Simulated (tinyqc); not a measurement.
Shape against the ratio gamma(100)/gamma(111): equilibrium crystal shape, supported particles, Gibbs-Thomson effect and coarsening. Computed by tinyqc, a small Python program. Command: `OMP_NUM_THREADS=1 python tinyqc.py 3031337 3031338 out.jsonl wulff walk`. One thread of a shared host (Intel(R) Xeon(R) Processor @ 2.30GHz), about 0.05 s of CPU time with the checks.

A cubic crystal bounded by {100}, {110} and {111} facets only.

Inputs (values chosen for the exercise, for a model metal): lattice constant a = 3.63 angstrom; first-neighbour bond energy e1 = 0.472 eV; second-neighbour bond energy e2 = 0.072 eV.

Surface energies: broken bonds, bcc.

Constants: 1 eV/angstrom^2 = 16.02176634 J/m^2.

Method:
- A cut with normal n breaks sum_R |R.n|/(2 Omega) bonds per area (R over all neighbours of a shell) and makes two surfaces: gamma = sum over shells e_s sum_R |R.n|/(4 Omega). bcc: 8 neighbours a/2 (1,1,1), 6 at a (1,0,0), Omega = a^3/2.
- Wulff construction: the facet planes lie at distances lambda gamma from the centre, and the shape is the region inside all of them; V = (1/3) sum of area x distance. gamma_mean = sum A gamma / sum A; shape factor eta = A/V^(2/3) (4.836 for a sphere).
- gamma(110)/gamma(111) is held at the value of this crystal.

gamma (J/m^2): (100) 1.23535, (110) 0.93543, (111) 1.14566

Area fractions:
```
gamma(100)/gamma(111)   {100}   {110}  {111}     eta
0.550                  1.0000  0.0000      0  6.0000
0.647                  0.7069  0.2931      0  5.4544
0.776                  0.3481  0.6519      0  5.1704
0.917                  0.1261  0.8739      0  5.2017
1.080                  0.0119  0.9881      0  5.3230
1.210                  0.0000  1.0000      0  5.3454
1.400                  0.0000  1.0000      0  5.3454
1.750                  0.0000  1.0000      0  5.3454
```

What does the comparison show, and why?

{100} holds 100 % of the area in the first row and 0 % in the last; without {110} the limits are a cube below 1/sqrt(3) = 0.577 and an octahedron above sqrt(3) = 1.732. The roundest shape among these rows (eta = 5.170) is at the ratio 0.776; {110} shows in 7 rows.
